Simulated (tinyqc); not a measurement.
Gaussian against the exact two-step profile: two-step dopant diffusion (predeposition and drive-in) with a constant diffusivity. Computed by tinyqc, a small Python program. Command: `OMP_NUM_THREADS=1 python tinyqc.py 3013206 3013207 out.jsonl dopdiff walk`. One thread of a shared host (Intel(R) Xeon(R) Processor @ 2.30GHz), about 0.06 s of CPU time with the checks.

Fick diffusion into a half space x > 0 whose background doping C_B is of the opposite type, so that a junction lies where C = C_B.

Inputs (values chosen for the exercise, modelled on boron in silicon): prefactor D0 = 0.978 cm^2/s; activation energy E = 3.49 eV; surface concentration C_s = 8.6e+18 1/cm^3; background doping C_B = 1.4e+16 1/cm^3; predeposition temperature T1 = 1050 C; predeposition time t1 = 45 min; drive-in temperature T2 = 1150 C; drive-in time t2 = 90 min; ramp rate = 20 C/min; stand-by temperature = 800 C.

Furnace ramps of the drive-in: linear ramps.

Constants: k_B = 8.617333262e-05 eV/K.

Method:
- D = D0 exp(-E/(k_B T)).
- Temperatures in kelvin are T(C) + 273.15.
- Times in seconds are 60 times the minutes.
- One ramp between the stand-by temperature and T2 adds int D dT / rate (40-point Gauss-Legendre); the usual estimate counts it as an extra time k_B T2^2/(E rate) at T2. (Dt)2 = D2 t2 + two ramps, times in seconds.
- C = C_s erfc(x/(2 sqrt(D1 t1))); dose Q = 2 C_s sqrt(D1 t1/pi); the junction solves erfc(z) = C_B/C_s with x_j = 2 z sqrt(D1 t1).
- With a sealed surface and a thin source, C = Q/sqrt(pi (Dt)2) exp(-x^2/(4 (Dt)2)); x_j = 2 sqrt((Dt)2 ln(C(0)/C_B)); gradient at the junction |dC/dx| = C_B x_j/(2 (Dt)2).
- Exact two-step profile: C = (2 C_s/pi) int_0^alpha exp(-beta (1 + u^2))/(1 + u^2) du with alpha = sqrt(D1 t1/(Dt)2), beta = x^2/(4 (D1 t1 + (Dt)2)).
- The integral takes 48 Gauss-Legendre points; solve C(x) = C_B.
- Gaussian: C = Q/sqrt(pi (Dt)2) exp(-x^2/(4 (Dt)2)).
- Depths are fractions of the Gaussian x_j.

surface concentration C(0) (Gaussian) = 1.28771e+18 1/cm^3

junction depth x_j = 2.09658 um

drive-in budget (Dt)2 = 2.43039e-09 cm^2

product D1 t1 = 1.34449e-10 cm^2

exact junction depth = 2.13084 um

Profiles:
```
x/x_j  x (um)  Gaussian (1/cm^3)  exact (1/cm^3)   ratio
0.0    0.0000         1.2877e+18      1.2647e+18  1.0182
0.2    0.4193         1.0747e+18      1.0622e+18  1.0117
0.4    0.8386         6.2464e+17      6.2935e+17  0.9925
0.6    1.2580         2.5287e+17      2.6308e+17  0.9612
0.8    1.6773         7.1295e+16      7.7608e+16  0.9187
1.0    2.0966         1.4000e+16      1.6161e+16  0.8663
1.2    2.5159         1.9147e+15      2.3767e+15  0.8056
```

What does the comparison show, and why?

With D1 t1/(Dt)2 = 0.055, the Gaussian is 1.8 % high at the surface and 13 % low at its own junction; the exact junction lies at 2.131 um, 1.6 % deeper. The dose is the same, but the real source already has a width, which carries into the tail.
